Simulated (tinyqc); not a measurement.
Scattering of inversion-layer electrons by surface optical phonons of the gate insulator (remote phonon scattering): one step, computed by the program tinyqc. Command: `OMP_NUM_THREADS=1 python tinyqc.py 3113952 3113953 out.jsonl sophonon walk`. One thread of a shared host (Intel(R) Xeon(R) Processor @ 2.30GHz), about 0.02 s of CPU time with the checks.

One subband with the Fang-Howard envelope; insulator and channel are half-spaces, the gate is far away, and an interlayer only moves the polar surface away by t (its own modes and its permittivity contrast are left out).

Problem. The electron gas. Density of states D = g_v m/(pi hbar^2); eta = E_F/(k_B T) = ln(exp(n/(D k_B T)) - 1); screening wave number q_s = e^2 D/(2 eps_0 eps_avg) x 1/(1 + exp(-eta)), eps_avg = (eps_s + eps_inf)/2; b = 3/z0.

Inputs (values chosen for the exercise, modelled on AlN on In0.53Ga0.47As):
```
quantity                                   value    unit
optical constant eps_inf                    4.87       -
constant of the channel eps_s               13.9       -
in-plane mass m                           0.0425     m_0
valleys g_v                                    1       -
sheet density n                          1.6e+12  1/cm^2
mean distance of the electrons z0 = 3/b      3.2      nm
temperature T                                300       K
```

Constants: hbar^2/(2 m_0) = 3.80998212 eV angstrom^2; k_B = 8.617333262e-05 eV/K; e^2/(4 pi eps_0) = 14.39964548 eV angstrom.

Give: D; eta; q_s; b.

Solution.

D = 1.775e+13 1/(eV cm^2)

eta = 3.455

q_s = 0.1659 1/nm

b = 0.9375 1/nm
